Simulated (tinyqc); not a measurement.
Worked calculation: Cahn-Hilliard equation on a periodic one-dimensional grid. Computed by tinyqc, a small Python program that keeps every step. Command: `OMP_NUM_THREADS=1 python tinyqc.py 3006744 3006745 out.jsonl cahn walk`. One thread of a shared host (Intel(R) Xeon(R) Processor @ 2.30GHz), about 0.2 s of CPU time with the checks. Intermediate numbers are printed to about 7 digits and carried at full precision; extremes and crossings named in words are read from the listed rows.

Free energy F = h sum_j [A (c_j^2 - 1)^2/4 + (kappa/2) ((c_(j+1) - c_j)/h)^2]; dc/dt = Lap(mu), mu = A (c^3 - c) - kappa Lap(c), Lap(y)_j = (y_(j+1) - 2 y_j + y_(j-1))/h^2, mobility 1; the grid has n = 12 points.

Inputs (values chosen for the exercise, in reduced units):
```
quantity                    value  unit
spacing h                     1.2     -
well depth A                 0.93     -
gradient coefficient kappa   0.98     -
mean composition c0          0.33     -
noise amplitude              0.05     -
time step dt                0.048     -
end time                      150     -
```

Scheme: explicit Euler.

## Linear stability

f'' = A (3 c0^2 - 1). Mode m has lambda_m = (4/h^2) sin^2(pi m/n) and the rate w_m = -lambda_m (f'' + kappa lambda_m). In the continuum the fastest wavelength is 2 pi sqrt(2 kappa/|f''|) with the rate f''^2/(4 kappa). Explicit steps near c = +-1, where f'' = 2A, are stable for dt < 2/(16 kappa/h^4 + 8 A/h^2).

f'' = -0.626169

Modes of the grid:
```
m  lambda_m        w_m
1  0.186076   0.082583
2  0.694444  -0.037768
3  1.388889  -1.020753
4  2.083333  -2.948953
5  2.591702  -4.959737
6  2.777778  -5.822370
```

fastest wavelength = 11.11635

largest rate = 0.1000224

explicit limit of dt = 0.1571290

1 mode(s) grow; the fastest on the grid is m = 1, while the box holds 1.30 fastest wavelengths. dt is 0.31 of the explicit limit.

## The first step

random numbers: 0.059  -0.817  -0.464  0.548  -0.761  -0.924  -0.813  -0.569  -0.645  0.047  0.350  -0.036

Start: c_j = c0 + amplitude x (z_j - mean of z). c(new) = c + dt Lap(mu).

c at the start: 0.3497208  0.3059208  0.3235708  0.3741708  0.3087208  0.3005708  0.3061208  0.3183208  0.3145208  0.3491208  0.3642708  0.3449708

mu at the start: -0.2524210  -0.2997003  -0.2918393  -0.2202820  -0.2987421  -0.2636009  -0.2625396  -0.2551525  -0.2897022  -0.2718715  -0.2703740  -0.2990107

c after one step: 0.3465919  0.3077588  0.3256940  0.3691703  0.3125075  0.2994348  0.3063317  0.3169229  0.3162668  0.3485764  0.3632664  0.3474784

F at the start = 2.660469

F after one step = 2.659767

## The run

Run to the end time; break off if |c| exceeds 3 or F has risen by more than 1e-9 in more than 30 steps. Domains = stretches with c > c0.

Course:
```
step        t         F       min c      max c  domains
0       0.000  2.660469   0.3005708  0.3741708        2
62      2.976  2.657628   0.2941963  0.3613444        1
156     7.488  2.656578   0.2849791  0.3672496        1
312    14.976  2.651663   0.2555446  0.3883312        1
469    22.512  2.633715   0.1854923  0.4310049        1
625    30.000  2.563485   0.0157076  0.4976768        1
938    45.024  1.892804  -0.6645866  0.8017093        1
1250   60.000  1.733731  -0.8271341  0.9743592        1
1719   82.512  1.731275  -0.8322040  0.9861296        1
2188  105.024  1.730673  -0.8279038  0.9858773        1
2656  127.488  1.730471  -0.8250487  0.9856192        1
3125  150.000  1.730406  -0.8233177  0.9854554        1
```

c at the end: 0.9849792  0.9601260  0.8490245  0.4308215  -0.4497742  -0.8233177  -0.8184963  -0.4295414  0.4522246  0.8562568  0.9622416  0.9854554

F at the end = 1.730406

steps in which F rose = 0

F never rises by more than 1e-9 in a step. The count of domains goes from 2 in the noise to 1 at the end, and c spans -0.823 to 0.985.

## Interfaces

Continuum wall between c = -1 and +1: c = tanh(x/w), w = sqrt(2 kappa/A), energy s = (2/3) sqrt(2 kappa A). With two walls per domain, the estimate of F at the end is 2 x domains x s. Volume fraction of the +1 phase by the lever rule: (1 + c0)/2.

wall half width w = 1.451732

wall energy s = 0.9000741

estimate of F = 1.800148

volume fraction = 0.665

w/h = 1.209777

The run ends at F = 1.7304, 0.96 of the estimate: close to it, but the extremes of c are -0.823 and 0.985.

Checks made by the program: conservation of the mean (relative difference below 1e-10).
